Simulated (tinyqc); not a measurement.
# Ballistic Schottky-barrier transistor with a two-dimensional channel, WKB contacts, step by step

Program tinyqc, `OMP_NUM_THREADS=1 python tinyqc.py 2390049 2390050 out.jsonl`; Intel Xeon 2.30GHz, shared host, one thread, about 0.3 s. Printed values are rounded.

Source Fermi level 0, drain Fermi level -Vd. Far from the contacts Ec = pn - psi, and the gate moves psi one to one; the band edges relax as exp(-x/lam) from pn at the source and pn - Vd at the drain; Ev = Ec - Eg. A carrier of energy w inside the channel band meets at a contact a barrier of height D (the contact edge beyond the channel edge): T = 1 for w >= D, else exp(-S), S = 4 lam sqrt(m/C) [sqrt(D - w) - sqrt(w) arctan sqrt((D - w)/w)], C = hbar^2/(2 m0). The two contacts combine as Ts Td/(Ts + Td - Ts Td).

Parameters, values chosen for the exercise; channel values close to those of a black phosphorus layer: temperature T = 300 K; band gap Eg = 0.458 eV; barrier for electrons at both contacts pn = 0.18 eV; electron mass mn = 0.16 m0; hole mass mp = 0.15 m0; valleys or subbands g = 1; screening length at the contacts lam = 3 nm; drain bias Vd = 0.7 V; band shift psi of the channel by the gate ps = 0.15 V; energy of one carrier inside the channel band w0 = 0.31 eV; upper end of the grid wm = 0.73 eV; points of the grid nE = 15.

Constants: q = 1.602176634e-19 C, kB = 1.380649e-23 J/K, hbar = 1.054571817e-34 J s, h = 6.62607015e-34 J s, m0 = 9.1093837015e-31 kg, Vt = kB T/q, hbar^2/(2 m0) = 0.0380998212 eV nm^2. Results are converted to the units shown.

Range of the model: No scattering, image-force lowering, channel charge or band-to-band tunnelling; parabolic kappa overstates S deep in the gap.

## Band edges and barriers

Electrons: Ds = psi, Dd = psi - Vd, Es = Ec, Ed = Ec + Vd. Holes: Ds = -psi, Dd = Vd - psi, Es = -Ev, Ed = -Ev - Vd. The size of each current is taken; both flow from drain to source and add.

Ec = 0.03 eV
Ev = -0.428 eV
D for electrons (eV): source 0.150000, drain -0.550000
D for holes (eV): source -0.150000, drain 0.550000

A negative D is no barrier. Here the holes carry the larger current.

## Transmission of one of the holes

S and T at both contacts for w = w0, and the tunnelling distance lam ln(D/w) at the higher barrier.

S at the source = 0
S at the drain = 2.09851
combined T = 0.122639
tunnelling distance = 1.72004 nm

## Current of the holes on a coarse grid

I/W = g (2 q^2/h) int T(w) [N(Es + w) - N(Ed + w)] dw with w the energy of motion along the channel, N(y) = (1/2 pi) sqrt(pi m kB T/C) Fm(-y/kB T), Fm(x) = (1/sqrt(pi)) int_0^infinity u^(-1/2)/(1 + exp(u - x)) du. Electrons: Ds = psi, Dd = psi - Vd, Es = Ec, Ed = Ec + Vd. Holes: Ds = -psi, Dd = Vd - psi, Es = -Ev, Ed = -Ev - Vd. The size of each current is taken; both flow from drain to source and add. Simpson's rule on nE equally spaced w from 0 to wm.

```
point    w (eV)  Ts          Td           T  size of the supply difference (1/um)
0      0.000000   1  2.14356e-8  2.14356e-8                               328.114
1      0.052143   1  4.71782e-5  4.71782e-5                               294.326
2      0.104286   1  6.87583e-4  6.87583e-4                               255.761
3      0.156429   1  0.00433016  0.00433016                               209.312
4      0.208571   1   0.0174948   0.0174948                               148.328
5      0.260714   1   0.0527615   0.0527615                               70.2693
6      0.312857   1    0.128133    0.128133                               16.2168
7      0.365000   1    0.261503    0.261503                               2.41873
8      0.417143   1    0.459564    0.459564                              0.327202
9      0.469286   1    0.703182    0.703182                             0.0436338
10     0.521429   1    0.931290    0.931290                            0.00580752
11     0.573571   1           1           1                            7.72764e-4
12     0.625714   1           1           1                            1.02822e-4
13     0.677857   1           1           1                            1.36813e-5
14     0.730000   1           1           1                            1.82039e-6
```

current = 41.9847 uA/um

A converged quadrature gives 41.59 uA/um; this grid is 0.94 % above that. 0.00926 % of it passes over both barriers, the rest tunnels. The other carrier adds 2.86 uA/um.
